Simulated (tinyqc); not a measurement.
Thermal stress, cracking, delamination and buckling of a thin film; Griffith cracks and misfitting inclusions: one step, computed by the program tinyqc.

Isotropic linear elasticity; the substrate is much thicker than the film; stress is positive in tension.

Problem. Elastic mismatch. Dundurs alpha = (Ebar - Ebar_s)/(Ebar + Ebar_s), with Ebar_s = E_s/(1 - nu_s^2). The channel-crack factor is taken as g = 1.258 (1 - alpha)^(-0.7), a rough interpolation chosen for the exercise (1.258 is the value for matched materials).

Inputs (values chosen for the exercise, modelled on a porous low-k oxide on silicon):
```
quantity                       value  unit
deposition temperature T_d       400     K
final temperature T              300     K
substrate Young's modulus E_s    142   GPa
substrate Poisson ratio nu_s    0.22     -
```

Ebar = 8.117333 GPa

Give: Dundurs alpha; factor g.

Solution.

Dundurs alpha = -0.8968

factor g = 0.8036

The stiffer substrate holds the crack faces and lowers the driving force.
